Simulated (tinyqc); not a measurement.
# Bulk resistivity and mean free path from two films

Inverse problem. In the thick-film limit single-crystal films obey rho = rho0 (1 + 3 (1 - ps) lam/(8 d)). Find rho0, lam and the product rho0 lam.

Values chosen for this exercise:
- ps = 0.1 (specular share of surface scattering)

rho at d = 66 and 250 nm (uohm cm): [2.0071852, 1.7516569]

Solution. rho is a straight line in 1/d: the intercept is rho0 and the slope (3/8)(1 - ps) rho0 lam. Without ps only the product (1 - ps) lam could be found.

rho0 = 1.66 uohm cm
lam = 40.9 nm
rho0 lam = 67.9 uohm cm nm

Numbers from tinyqc (`OMP_NUM_THREADS=1 python tinyqc.py 2100134 2100135 out.jsonl`; about 0.01 s on one thread of a shared Intel Xeon 2.30GHz).
